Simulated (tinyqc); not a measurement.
# Stacked nanosheet transistor, parasitic resistance, capacitance and delay: what changes with what

Ns sheets share one contact on top; each has perimeter p = 2 (Ws + ts) and cross-section A = Ws ts; contact width Wc = Ws + 10 nm, stack height Hs = Ns pv. Sheet 1 is the top one. Contact length Lc = CPP - Lg - 2 Lsp, shared by two neighbouring gates. Source and drain sides are equal. The formulas are first-order estimates, not field solutions.

Inputs (values chosen for the exercise); values close to those of silicon logic devices:

| symbol | value | unit | meaning |
|---|---|---|---|
| T | 300 | K | temperature |
| Ns | 2 |  | number of sheets |
| Ws | 50 | nm | sheet width |
| ts | 6 | nm | sheet thickness |
| pv | 12 | nm | vertical pitch of the sheets |
| rv | 143 | ohm | vertical resistance between sheet levels |
| CPP | 70 | nm | contacted gate pitch |
| Lg | 16 | nm | gate length |
| Lsp | 7 | nm | spacer length |
| ks | 4 |  | relative permittivity of the spacer |
| Hc | 30 | nm | gate height above the channel stack |
| rc | 1.8e-9 | ohm cm^2 | contact resistivity |
| re | 0.00066 | ohm cm | resistivity of the source-drain epitaxy |
| te | 20 | nm | current-carrying depth of the epitaxy |
| rx | 0.0016 | ohm cm | resistivity of the extension |
| Lov | 0.5 | nm | gate overlap |
| Cinv | 2.5 | uF/cm^2 | inversion capacitance |
| vx | 1e7 | cm/s | injection velocity |
| mu | 310 | cm^2/(V s) | apparent mobility |
| VT | 0.25 | V | threshold at zero drain voltage |
| dl | 0.06 | V/V | barrier lowering |
| n | 1.1 |  | subthreshold factor |
| Cw | 0.17 | fF | wire load |
| Vdd | 0.8 | V | supply voltage |

Constants: q = 1.602176634e-19 C, kB = 1.380649e-23 J/K, eps0 = 8.8541878128e-12 F/m, Vt = kB T/q. Results are converted to the units shown.

Each table varies one quantity; the others keep the values above.

## Effect of the relative permittivity of the spacer

Epitaxy sheet resistance Rsh = re/te, transfer length LT = sqrt(rc/Rsh), contact Rc = [sqrt(rc Rsh)/Wc] coth(Lc/(2 LT)); extension of one sheet Rx = rx Lsp/A. With N sheets: gate Cg = Cinv p N Lg; per side, plate Cp = ks eps0 [Wc (Hs + Hc) - N A]/Lsp, top fringe Cf = (2/pi) ks eps0 Wc ln(1 + Lg/(2 Lsp)), overlap Co = Cinv p N Lov. One sheet: I = p Q vx u/(1 + |u|^1.8)^(1/1.8), Q = Cinv n Vt ln(1 + exp((Vg' - VT + dl Vd')/(n Vt))), u = Vd' mu/(vx Lg), Vg' = Vgs - v, Vd' = Vds - 2 v, with the drop on each side v_j = Rc sum I + rv (sum over levels k = 2..j of the current of sheets k..Ns) + Rx I_j. Ieff = [I(Vgs = Vdd, Vds = Vdd/2) + I(Vdd/2, Vdd)]/2, total currents. With Cs = Cp + Cf + Co, the load of an inverter of two such devices driving an equal one is CL = 2 (Cg + 2 Cs) + 4 Cs + Cw (own drains counted twice for the Miller effect); delay CL Vdd/(2 Ieff).

The same in every row: Rc (ohm) = 185.0; Rx/N (ohm) = 186.7; Ieff (uA) = 167.3.

Effect of the relative permittivity of the spacer:
```
ks	CL (aF)	delay (ps)
1	400.4	0.9570
2	429.2	1.026
3	457.9	1.095
4	486.7	1.163
5.5	529.9	1.267
7	573.0	1.370
```

As ks goes from 1 to 7, Ieff stays at 167 uA, CL rises from 400 to 573 aF and the delay rises from 0.957 to 1.37 ps.

## Effect of the wire load

Same model as above.

The same in every row: Rc (ohm) = 185.0; Rx/N (ohm) = 186.7; Ieff (uA) = 167.3.

Effect of the wire load:
```
Cw (fF)	CL (aF)	delay (ps)
0.02	336.7	0.8048
0.043	359.7	0.8598
0.093	409.7	0.9793
0.2	516.7	1.235
0.43	746.7	1.785
0.93	1247	2.980
2	2317	5.537
```

As Cw goes from 0.02 to 2 fF, Ieff stays at 167 uA, CL rises from 337 to 2320 aF and the delay rises from 0.805 to 5.54 ps.

## Effect of the contacted gate pitch

Same model as above.

The same in every row: Rx/N (ohm) = 186.7; CL (aF) = 486.7.

Effect of the contacted gate pitch:
```
CPP (nm)	Rc (ohm)	Ieff (uA)	delay (ps)
36	1005	102.5	1.898
42	511.0	138.1	1.410
48	349.7	152.1	1.280
54	271.6	159.2	1.223
60	226.8	163.4	1.192
66	198.4	166.1	1.172
72	179.4	167.9	1.160
78	166.2	169.2	1.151
```

As CPP goes from 36 to 78 nm, Ieff rises from 103 to 169 uA, CL stays at 487 aF and the delay falls from 1.90 to 1.15 ps. Only the contact length changes, so the capacitance stays and the pitch acts through Rc. At CPP = 36 nm the contact is under 8 nm long, below what liners and fill allow.

tinyqc, about 0.09 s, one thread, Intel Xeon 2.30GHz (shared host): `OMP_NUM_THREADS=1 python tinyqc.py 2170136 2170137 out.jsonl`
